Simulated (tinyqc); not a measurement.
Error from band bending against le.

In A the levels shift by pb (1 - z/W)^2 for z < W. The signal from depth z is weighted by exp(-z/le)/le, so the centroid shifts by pb [1 - 2/a + (2/a^2)(1 - exp(-a))], a = W/le, and the error of iA against its value at the interface is that less pb.

Values chosen for this exercise: band bending in A at the interface pb = 0.56 V; width of the bent region W = 100 nm.

Error from band bending against le:
```
le (nm),a,centroid shift (eV),error (meV)
0.5,200.0,0.5544,-5.572
1.9,52.63,0.5391,-20.88
3.4,29.41,0.5232,-36.79
4.8,20.83,0.5088,-51.18
6.2,16.13,0.4949,-65.13
7.7,12.99,0.4804,-79.60
9.1,10.99,0.4674,-92.65
10.6,9.434,0.4539,-106.1
12,8.333,0.4417,-118.3
```

The size of the error rises from 5.57 to 118 meV; for large a it is 2 |pb|/a. It is below 50 meV, a typical accuracy of the method, in 3 of the 9 rows. Heavily doped substrates and deep-probing photons need the correction.

Numbers from tinyqc (`OMP_NUM_THREADS=1 python tinyqc.py 2410063 2410064 out.jsonl`; about 0.01 s on one thread of a shared Intel Xeon 2.30GHz).
